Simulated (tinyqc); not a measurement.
# Ballistic Schottky-barrier transistor with a two-dimensional channel, WKB contacts: effects of single changes

Source Fermi level 0, drain Fermi level -Vd. Far from the contacts Ec = pn - psi, and the gate moves psi one to one; the band edges relax as exp(-x/lam) from pn at the source and pn - Vd at the drain; Ev = Ec - Eg. A carrier of energy w inside the channel band meets at a contact a barrier of height D (the contact edge beyond the channel edge): T = 1 for w >= D, else exp(-S), S = 4 lam sqrt(m/C) [sqrt(D - w) - sqrt(w) arctan sqrt((D - w)/w)], C = hbar^2/(2 m0). The two contacts combine as Ts Td/(Ts + Td - Ts Td).

Inputs (values chosen for the exercise); channel values close to those of a black phosphorus layer: temperature T = 300 K; band gap Eg = 0.549 eV; barrier for electrons at both contacts pn = 0.4 eV; electron mass mn = 0.17 m0; hole mass mp = 0.15 m0; valleys or subbands g = 1; screening length at the contacts lam = 4.7 nm; drain bias Vd = 0.1 V.

Constants: q = 1.602176634e-19 C, kB = 1.380649e-23 J/K, hbar = 1.054571817e-34 J s, h = 6.62607015e-34 J s, m0 = 9.1093837015e-31 kg, Vt = kB T/q, hbar^2/(2 m0) = 0.0380998212 eV nm^2. Results are converted to the units shown.

Each table varies one quantity; the others keep the values above.

## Barrier height from the temperature dependence

I/W = g (2 q^2/h) int T(w) [N(Es + w) - N(Ed + w)] dw with w the energy of motion along the channel, N(y) = (1/2 pi) sqrt(pi m kB T/C) Fm(-y/kB T), Fm(x) = (1/sqrt(pi)) int_0^infinity u^(-1/2)/(1 + exp(u - x)) du. Electrons: Ds = psi, Dd = psi - Vd, Es = Ec, Ed = Ec + Vd. Holes: Ds = -psi, Dd = Vd - psi, Es = -Ev, Ed = -Ev - Vd. The size of each current is taken; both flow from drain to source and add. The integrals are converged. The apparent barrier is -d ln(I_e/T^1.5)/d(q/kB T), taken between T - 10 K and T + 10 K for the electron current.

Barrier height from the temperature dependence:

| ps (V) | electrons (uA/um) | Ec (eV) | apparent barrier (eV) |
|---|---|---|---|
| -0.25 | 2.26e-9 | 0.650 | 0.648 |
| -0.18 | 3.39e-8 | 0.580 | 0.578 |
| -0.11 | 5.09e-7 | 0.510 | 0.508 |
| -0.04 | 7.63e-6 | 0.440 | 0.438 |
| 0 | 3.58e-5 | 0.400 | 0.398 |
| 0.1 | 1.51e-4 | 0.300 | 0.353 |
| 0.17 | 3.76e-4 | 0.230 | 0.318 |
| 0.24 | 9.88e-4 | 0.160 | 0.278 |
| 0.31 | 0.00275 | 0.090 | 0.233 |
| 0.38 | 0.00814 | 0.020 | 0.184 |
| 0.45 | 0.0255 | -0.050 | 0.132 |

What does the table show?

For psi < 0 the channel edge is the highest point, and the apparent barrier follows Ec one to one (0.648 eV against 0.650). At flat band it is 0.398 eV (psi = 0 V), near pn = 0.4 eV. Beyond, the top stays at pn but tunnelling lowers the apparent value to 0.132 eV in the last row, so only the point where the line bends gives the true barrier.

## Ambipolar transfer curve

Same model as above.

Swing = d(psi)/d(log10 I).

Result of one run:

| ps (V) | electrons (uA/um) | holes (uA/um) | I (uA/um) | swing (mV/decade) |
|---|---|---|---|---|
| -0.12 | 3.454e-7 | 11.41 | 11.41 | -194.4 |

What becomes of these results when the band shift psi of the channel by the gate ps is changed from -0.12 to 0.43 V, all else the same?

Result of the changed run:

| ps (V) | electrons (uA/um) | holes (uA/um) | I (uA/um) | swing (mV/decade) |
|---|---|---|---|---|
| 0.43 | 0.01831 | 1.585e-6 | 0.01831 | 140.2 |

The whole series:

| ps (V) | electrons (uA/um) | holes (uA/um) | I (uA/um) | swing (mV/decade) |
|---|---|---|---|---|
| -0.12 | 3.454e-7 | 11.41 | 11.41 | -194.4 |
| -0.06 | 3.518e-6 | 5.381 | 5.381 | -176.7 |
| 0 | 3.583e-5 | 2.443 | 2.443 | -174.4 |
| 0.06 | 9.012e-5 | 1.092 | 1.092 | -164.2 |
| 0.12 | 1.948e-4 | 0.2555 | 0.2557 | -59.62 |
| 0.18 | 4.303e-4 | 0.02510 | 0.02553 | -60.92 |
| 0.25 | 0.001139 | 0.001674 | 0.002813 | -133.7 |
| 0.31 | 0.002748 | 1.644e-4 | 0.002912 | 191.6 |
| 0.37 | 0.006942 | 1.614e-5 | 0.006958 | 146.6 |
| 0.43 | 0.01831 | 1.585e-6 | 0.01831 | 140.2 |
| 0.49 | 0.04918 | 1.556e-7 | 0.04918 | 140.9 |
| 0.55 | 0.1275 | 1.528e-8 | 0.1275 | 150.9 |

I goes from 11.4 through a minimum of 0.00281 (at ps = 0.25 V among the rows listed) to 0.127 uA/um; the exact minimum lies at psi = 0.276 V. Holes carry the left branch and electrons the right. The ratio of the last row to the smallest is 45.3 and of the first row 4060, with barriers of 0.4 eV for electrons and 0.149 eV for holes. The steepest swing among the rows is 59.6 mV/decade, against the thermionic limit 59.5.

Range of the model: No scattering, image-force lowering, channel charge or band-to-band tunnelling; parabolic kappa overstates S deep in the gap.

Program tinyqc, `OMP_NUM_THREADS=1 python tinyqc.py 2390021 2390022 out.jsonl`; Intel Xeon 2.30GHz, shared host, one thread, about 0.2 s.
